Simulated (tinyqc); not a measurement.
From results to parameters: diatomic chain. Computed by the program tinyqc.

Problem. A chain of two alternating masses has one spring constant k; at the zone edge omega^2 = 2k/M and 2k/m, and wavenumber = 521.4708 sqrt(omega^2) with omega^2 in eV/(angstrom^2 u). Find k, the heavier mass and the optical wavenumber at q = 0.

wavenumbers at the zone edge (cm^-1): 413.410046  732.827982
lighter mass = 23.900000 u

Solution. The upper value gives k = m omega^2/2, the ratio of the squares gives M/m, and at q = 0 omega^2 = 2k (1/m + 1/M), the sum of the two.

k = 23.600 eV/angstrom^2
heavier mass = 75.100 u
optical wavenumber at q = 0 = 841.395 cm^-1
